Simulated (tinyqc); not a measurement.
## Capacitance measurement on a leaky thin oxide: effects of series resistance and leakage: readings against frequency

The device is a capacitance C in parallel with a leakage conductance G, in series with Rs and Ls. An impedance meter reports either a parallel pair (Cp, Gp) from Y = 1/Z = Gp + i w Cp or a series pair (Cs, Rm) from Z = Rm + 1/(i w Cs); w = 2 pi f, dissipation D = Gp/(w |Cp|).

EOT = 3.9 tox/eox; CET = EOT + zc + zp; C = 3.9 eps0 A/CET; G = Jg A/Vs. Z = Rs + i w Ls + 1/(G + i w C); CET read from Cp = 3.9 eps0 A/Cp; errors under 0.001 % are printed as 0.

Values chosen for this exercise; values of the order met in thin-oxide MOS capacitors:
```
symbol  value    unit                                                                 meaning
eox       3.9          relative permittivity of the gate insulator (close to silicon dioxide)
tox         1      nm                                                     insulator thickness
A        2500    um^2                                                               gate area
zc       0.34      nm              oxide-equivalent thickness added by the accumulation layer
zp       0.34      nm                      oxide-equivalent thickness added by gate depletion
Jg       0.01  A/cm^2              gate leakage current density, not matched to the thickness
Vs       0.44       V                               voltage for an e-fold rise of the leakage
Rs         52     ohm                                                       series resistance
Ls        190      nH                                                       series inductance
```

Constants: eps0 = 8.8541878128e-14 F/cm where lengths are in cm. Results are converted to the units shown.

The same in every row: C (pF) = 51.39.

Readings against frequency:

| f (Hz) | Cp (pF) | Cs (pF) | D | error of Cp (%) | error of Cs (%) | CET read from Cp (nm) |
|---|---|---|---|---|---|---|
| 1000 | 51.38 | 210.5 | 1.760 | -5.91e-3 | 310 | 1.680 |
| 3000 | 51.38 | 69.07 | 0.5867 | -5.91e-3 | 34.4 | 1.680 |
| 10000 | 51.38 | 52.98 | 0.1762 | -5.91e-3 | 3.10 | 1.680 |
| 30000 | 51.38 | 51.56 | 0.05917 | -5.90e-3 | 0.344 | 1.680 |
| 1e5 | 51.38 | 51.40 | 0.01928 | -5.81e-3 | 0.0314 | 1.680 |
| 3e5 | 51.38 | 51.39 | 0.01090 | -4.98e-3 | 6.91e-3 | 1.680 |
| 1e6 | 51.39 | 51.41 | 0.01856 | 4.43e-3 | 0.0389 | 1.680 |
| 3e6 | 51.43 | 51.56 | 0.05113 | 0.0865 | 0.348 | 1.679 |
| 1e7 | 51.86 | 53.45 | 0.1748 | 0.925 | 4.01 | 1.665 |
| 3e7 | 49.33 | 78.68 | 0.7713 | -4.00 | 53.1 | 1.750 |

Read the table: what changes, and by how much?

D goes from 1.76 through a minimum of 0.0109 (at f = 3e5 Hz among the rows listed) to 0.771; without inductance its minimum lies at f = sqrt(G (1 + G Rs)/Rs)/(2 pi C) = 3.24e5 Hz. The error of Cp goes from -0.00591 to -4.00 % and that of Cs from 310 to 53.1 %; at low frequency Cp tends to C/(1 + G Rs)^2 and Cs grows as 1 + (G/(w C))^2. One of the two readings is within 2 % of C for f = 1000, 3000, 10000, 30000, 1e5, 3e5, 1e6, 3e6, 1e7 Hz. At the highest frequencies Ls raises both readings, by about w^2 Ls C in relative terms. For f = 1000 D exceeds 1, where the accuracy of real meters degrades in proportion to sqrt(1 + D^2).

tinyqc, about 0.01 s, one thread, Intel Xeon 2.30GHz (shared host): `OMP_NUM_THREADS=1 python tinyqc.py 2022064 2022065 out.jsonl`
